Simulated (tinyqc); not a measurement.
What moves the optical constants: free-carrier optics of a doped semiconductor (Drude model with one polar phonon).

eps(E) = ei [1 - Ep^2/(E^2 + i E Gam)] + (es - ei) wT^2/(wT^2 - E^2 - i E gT), with Ep^2 = 8 pi c (e^2/(4 pi eps0)) N/(m ei), c = hbar^2/2m0, N in 1/angstrom^3 (1e-24 per 1/cm^3); Gam = hbar/tau, tau = mu m m0/e with m0/e = 5.685630e-12 kg/C and mu in m^2/(V s). Energies in meV.

n + i k = sqrt(eps1 + i eps2) with k >= 0; R = ((n - 1)^2 + k^2)/((n + 1)^2 + k^2) at normal incidence from vacuum; alpha = 2 E k/(hbar c), times 1e8 for 1/cm; loss function Im(-1/eps) = eps2/(eps1^2 + eps2^2).

Constants: hbar^2/2m0 = 3.80998211 eV angstrom^2; e^2/(4 pi eps0) = 14.39964547 eV angstrom; hbar = 6.58211957e-16 eV s; hbar c = 1973.269805 eV angstrom.

Values chosen for the exercise (mass and dielectric values near those of InAs; N and mu are free inputs; interband absorption and the rise of the mass with filling are left out; not measured data):
```
symbol  value    unit        meaning
N       1.6e+17  1/cm^3      carrier density
m       0.026    m0          conductivity mass
mu      6100     cm^2/(V s)  mobility
ei      12.66                high-frequency dielectric constant
wT      27.4     meV         TO phonon
es      15.66                static dielectric constant
gT      0.3      meV         phonon damping
E       18.4     meV         photon energy
```

At the energy E.

Results for these values:
```
case  Ep (meV)  Gam (meV)       R  alpha (1/cm)
base     25.89       7.30  0.5042      4.73e+03
```

What happens to each result for mu = 3660 cm^2/(V s), all else kept?

Answer: Ep does not change at the printed digits; Gam rises from 7.30 to 12.17; R falls from 0.5042 to 0.4357; alpha falls from 4.73e+03 to 4.36e+03.

The same for each parameter in turn:
```
case                  Ep (meV)  Gam (meV)       R  alpha (1/cm)
base                     25.89       7.30  0.5042      4.73e+03
N = 2.4e+17 1/cm^3       31.71       7.30  0.7313      7.66e+03
m = 0.0312 m0            23.63       6.08  0.3723      3.50e+03
mu = 3660 cm^2/(V s)     25.89      12.17  0.4357      4.36e+03
ei = 13.29               25.27       7.30  0.5216      4.86e+03
E = 22.1 meV             25.89       7.30  0.2581      2.34e+03
```

(tinyqc, `OMP_NUM_THREADS=1 python tinyqc.py 1681365 1681366 out.jsonl`, Intel(R) Xeon(R) Processor @ 2.30GHz, 1 thread, shared host, about 0.01 s.)
